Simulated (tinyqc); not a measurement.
Worked calculation: optical gain and spontaneous emission in a bulk direct-gap semiconductor. Values are carried at full precision from step to step, so a last printed digit may differ when a step is redone from the rounded ones.

F_j(eta) = (1/Gamma(j + 1)) integral_0^infinity x^j dx/(1 + exp(x - eta)), which tends to exp(eta) for eta << 0.

Quasi-Fermi levels: n = Nc F_1/2(Fc/kT) and p = Nv F_1/2(Fv/kT), Fc counted up from the conduction edge and Fv down from the valence edge; Nc, Nv from N = 2 (m kB T/(4 pi c))^(3/2) with c = hbar^2/2m0, in 1/angstrom^3; times 1e24 for 1/cm^3, with me and (mhh^(3/2) + mlh^(3/2))^(2/3).

Constants: hbar^2/2m0 = 3.80998211 eV angstrom^2; kB = 8.617333262e-05 eV/K; fine-structure constant alpha = 0.007297352564; hbar = 6.58211957e-16 eV s; hbar c = 1973.269805 eV angstrom.

Parameters, chosen for this exercise (near those of InP; the results hold for these values, not for the real material): me = 0.0771 m0 (electron mass); mhh = 0.585 m0 (heavy-hole mass); mlh = 0.0854 m0 (light-hole mass); n = 9.9e+17 1/cm^3 (injected density, n = p); T = 350 K; Eg = 1.306 eV (direct gap); Ep = 20.8 eV (Kane energy); nr = 3.41 (refractive index); E = 1.323 eV (photon energy).

## Quasi-Fermi levels

Solve for Fc and Fv.

kT = 0.030161 eV
Nc = 6.770e+17 1/cm^3
Nv = 1.494e+19 1/cm^3
Fc = 0.0268 eV
Fv = -0.0811 eV
Fc + Fv = -0.0544 eV

The separation of the quasi-Fermi levels is below the gap, so there is no gain at any energy. The quasi-Fermi level of the electrons lies inside the band, that of the holes in the gap.

## Absorption of the empty crystal

Parabolic bands, vertical transitions, no excitons. For each hole band j: mr = me mj/(me + mj); joint density of states J_j(E) = (mr/c)^(3/2) sqrt(E - Eg)/(2 pi^2), both spins, c = hbar^2/2m0; averaged matrix element |e.p|^2 = m0 Ep/6; alpha_j(E) = 4 pi^2 alpha_f c Ep J_j/(3 nr E) in 1/angstrom (alpha_f the fine-structure constant, listed as alpha among the constants), times 1e8 for 1/cm.

Evaluate at E for heavy and light holes.

mr, J and alpha of each hole band:
```
hole   mr (m0)  J (1/(eV angstrom^3))  alpha (1/cm)
heavy  0.06812              1.579e-05        2663.9
light  0.04052              7.244e-06        1222.0
```

The heavy-hole band gives 69 % of the total, 3886 1/cm.

## Occupations and gain at E

For band j the electron sits at Ee = (E - Eg) mr/me above its edge and the hole at Eh = (E - Eg) mr/mj; fe = 1/(1 + exp((Ee - Fc)/kT)), fh = 1/(1 + exp((Eh - Fv)/kT)); gain g = sum_j alpha_j (fe + fh - 1).

Use mr and alpha from the table.

Energies, occupations and gain of each hole band:
```
hole   Ee (eV)  Eh (eV)     fe     fh  g (1/cm)
heavy   0.0150   0.0020  0.596  0.060      -917
light   0.0089   0.0081  0.644  0.049      -375
```

total gain = -1292 1/cm

E - Eg = 0.0170 eV is above Fc + Fv = -0.0544 eV, so both bands give loss (Bernard-Duraffourg).

## Spontaneous emission

Spontaneous rate: R = integral of (nr E/(hbar c))^2/(pi^2 hbar) sum_j alpha_j fe fh dE, with alpha in 1/cm and (nr E/(hbar c))^2 in 1/cm^2 (1e16 per 1/angstrom^2); B = R/(n p); lifetime n/R.

Integrate over photon energy.

R = 9.76e+25 1/(cm^3 s)
B = 9.96e-11 cm^3/s
radiative lifetime = 10.1 ns

## Checks

- B at n = 1e13 1/cm^3 against the van Roosbroeck-Shockley value from alpha and ni^2 (cm^3/s): both 1.12e-10.

Run: tinyqc, `OMP_NUM_THREADS=1 python tinyqc.py 1652636 1652637 out.jsonl`; Intel(R) Xeon(R) Processor @ 2.30GHz, one thread, shared host; about 0.1 s of CPU time with all checks.
